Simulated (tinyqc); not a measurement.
p-type polysilicon, carrier trapping at grain boundaries: two steps of the calculation.

One-dimensional grains of size Lg, uniform ionised doping N, monovalent traps Qt at each boundary at a depth Et below (for electrons) or above (for holes) the band edge there, abrupt depletion of width W on each side of a boundary, Boltzmann statistics. xi is the distance from the band edge at the grain centre to the Fermi level. Trapped charge Qt/(1 + exp((xi + VB - Et)/Vt)) = 2 N W, barrier VB = q N W^2/(2 eps0 eps_r).

Values chosen for this exercise; values of the order met in polycrystalline silicon:
- T = 300 K (temperature)
- eps_r = 11.7 (relative permittivity)
- NB = 2.65e19 cm^-3 (valence-band density of states at T)
- Lg = 110 nm (grain size)
- Qt = 2.1e12 cm^-2 (trap density of a grain boundary)
- Et = 0.39 eV (depth of the trap level from the majority band edge at the boundary)
- ms = 0.49 m0 (mass for thermionic emission)
- fe = 1 (correction factor of the emission rate)
- mug = 52 cm^2/(V s) (mobility inside the grains)
- N = 9.7e17 cm^-3 (doping)

Constants: q = 1.602176634e-19 C, kB = 1.380649e-23 J/K, m0 = 9.1093837015e-31 kg, Vt = kB T/q, eps0 = 8.8541878128e-14 F/cm where lengths are in cm. Results are converted to the units shown.

Task 1. Depletion width, Fermi level and barrier. If the trap equation with xi = Vt ln(NB/N) has a root W < Lg/2, the grain is partly depleted; otherwise W = Lg/2 and the trap equation gives xi = Et - VB + Vt ln(Qt/(N Lg) - 1). N* = Qt/Lg.

Wanted: N*; W; xi; VB; share of traps filled.

Result 1.

N* = 1.9091e17 cm^-3
W = 10.822 nm
xi = 0.085508 V
VB = 0.087852 V
share of traps filled = 0.99977

N is 5.08 N*, and the grain is partly depleted; VB = 3.40 Vt.

Task 2. Resistivity and effective mobility. n0 = NB exp(-xi/Vt); mean density n0 (1 - 2 W/Lg) by charge balance in a partly depleted grain, and n0 (sqrt(pi)/2) erf(u)/u with u = sqrt(VB/Vt) in a fully depleted one; v = sqrt(kB T/(2 pi ms m0)); barrier resistivity Vt exp(VB/Vt)/(q fe n0 v Lg); grain resistivity (1 - 2 W/Lg)/(q n0 mug); effective mobility 1/(q mean density total resistivity).

W = 10.822260 nm
xi = 0.085508176 V
VB = 0.087852359 V

Find: n0; mean density; v; barrier resistivity; grain resistivity; resistivity; effective mobility.

Result 2.

n0 = 9.700e17 cm^-3
mean density = 7.791e17 cm^-3
v = 3.843e6 cm/s
barrier resistivity = 0.1177 ohm cm
grain resistivity = 0.09939 ohm cm
resistivity = 0.2171 ohm cm
effective mobility = 36.90 cm^2/(V s)

The resistivity is 1.75 times that of a single crystal with the same N and mobility mug, and the mean density is 80.3 % of N.

tinyqc, about 0.01 s, one thread, Intel Xeon 2.30GHz (shared host): `OMP_NUM_THREADS=1 python tinyqc.py 2830129 2830130 out.jsonl`
